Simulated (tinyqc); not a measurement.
# Worked calculation: transfer-length model of a contact

Numbers from tinyqc (`OMP_NUM_THREADS=1 python tinyqc.py 2760137 2760138 out.jsonl`; about 0.01 s on one thread of a shared Intel Xeon 2.30GHz). Printed values are rounded.

A metal contact of length d and width W on a thin layer of the same width. The metal has no resistance, the sheet resistance under it equals Rsh, and current enters the layer at the front edge x = 0.

Inputs (values chosen for the exercise):
```
symbol,value,unit,meaning
d,0.44,um,contact length
W,69,um,contact width
```

## Straight-line fit

```
gap  L (um)  R_T (ohm)
1       7.4     54.689
2        14     67.773
3        25      84.67
4        46     123.72
5        86     197.91
```

Pairs of such contacts at gaps L have R_T = Rsh L/W + 2 Rc. The values of R_T were made from Rsh and rc with a random scatter of 2 % and are treated as data. Least squares: slope = sum (L - mean L)(R_T - mean R_T)/sum (L - mean L)^2, intercept = mean R_T - slope mean L. Rsh = slope W, Rc = intercept/2, and A = Rc/slope is half the distance from the origin to the zero of the line.

slope = 1.81865 ohm/um
intercept = 40.8630 ohm
Rsh = 125.487 ohm/sq
Rc = 20.4315 ohm
A = 11.2344 um

## Iteration 1: transfer length

Lt at the start = 11.2344 um

A = Lt coth(d/Lt) is solved for Lt, starting from Lt = A. Lt(new) = sqrt(Lt A tanh(d/Lt)), the geometric mean of the old value and the plain step.

Lt after iteration 1 = 2.22275 um

## Iteration 2: transfer length

As before.

Lt after iteration 2 = 2.20898 um

## Course of the iteration

Stop when Lt changes by less than 1e-9 of itself, or after 40 iterations.

Course of the iteration:
```
iteration  Lt (um)  relative change
1          2.22275            0.802
2          2.20898          6.20e-3
3          2.20880          8.02e-5
4          2.20880          1.04e-6
5          2.20880          1.35e-8
6          2.20880         1.76e-10
```

Converged in 6 iterations.

## Contact resistivity

converged Lt = 2.20880 um

rc = Rsh Lt^2. Short cuts: Rsh A^2 (long contact, Lt = A) and Rc W d (short contact, even current).

rc = 6.12223e-6 ohm cm^2
Rsh A^2 = 1.58380e-4 ohm cm^2
Rc W d = 6.20300e-6 ohm cm^2

The extracted rc is 2.8 % below the value 6.3e-6 ohm cm^2 that made the data. The long-contact form is 25.9 times the extracted value and the short-contact form 1.3 % above it; both can only overstate it.
